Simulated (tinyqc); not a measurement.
# Four-point probe at the centre of a round wafer

Four collinear probes with spacing s at the centre of a thin disc of diameter d with an insulating edge: Rs = C V/I, C = pi/{ln 2 + ln[((d/s)^2 + 3)/((d/s)^2 - 3)]}; C tends to pi/ln 2 = 4.5324. x = d/s.

Inputs (values chosen for the exercise):
```
symbol   value        unit                     meaning
ns      5.6e12       cm^-2  sheet density of the layer
mu         420  cm^2/(V s)              drift mobility
I           10          uA                     current
```

Constants: q = 1.602176634e-19 C. Results are converted to the units shown.

Results:
```
x	C	C over its limit	V for Rs = 1/(q ns mu) (mV)
3.5	2.633	0.5810	10.08
4	2.929	0.6462	9.061
5	3.362	0.7419	7.892
7.5	3.927	0.8665	6.757
10	4.171	0.9203	6.362
20	4.436	0.9788	5.982
40	4.508	0.9946	5.887
100	4.528	0.9991	5.860
```

Estimate the missing row, x = 15.

Computed row:
```
x	C	C over its limit	V for Rs = 1/(q ns mu) (mV)
15	4.364	0.9630	6.080
```

With this row back in the table: C rises from 2.633 to 4.528. Using 4.5324 overstates Rs by 72.1 % in the first row and by under 1 % from d/s = 40 on among the rows.

Computed by the program tinyqc: `OMP_NUM_THREADS=1 python tinyqc.py 2850168 2850169 out.jsonl`, one thread of a shared Intel Xeon 2.30GHz, about 0.01 s for the whole run.
